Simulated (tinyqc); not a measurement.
A spin-degenerate level with charging energy between two leads, rate equations: one step of the calculation.

States 0, up, down and 2 with energies 0, e1 - Ez/2, e1 + Ez/2 and 2 e1 + U. mu_L = +V/2, mu_R = -V/2 (meV), f(x) = 1/(1 + exp(x/kB T)). A transition that adds one electron of given spin at the energy E has the rate G f(E - mu) from each lead, and its reverse G [1 - f(E - mu)]. I counts electrons leaving the left lead, times q.

Problem. Rate matrix. dp/dt = W p; W_ji is the rate from state i to j, and each column sums to zero.

Parameters, values chosen for the exercise: tunnel rate to the left lead GL = 0.094 1/ns; tunnel rate to the right lead GR = 0.1 1/ns.

```
transition  fL (1e-3)  fR (1e-5)
0-up        4.5607972  1.1926670
0-down      4.5607972  1.1926670
up-2        0.0000000  0.0000000
down-2      0.0000000  0.0000000
```

Find: W.

Solution.

W (1/ns):
```
             0        up      down         2
0     -0.00086   0.19357   0.19357   0.00000
up     0.00043  -0.19357   0.00000   0.19400
down   0.00043   0.00000  -0.19357   0.19400
2      0.00000   0.00000   0.00000  -0.38800
```

Range of the model: Rate equations need hbar G well below kB T; cotunnelling and the Kondo effect are left out.

Program tinyqc, `OMP_NUM_THREADS=1 python tinyqc.py 2780121 2780122 out.jsonl`; Intel Xeon 2.30GHz, shared host, one thread, about 0.01 s.
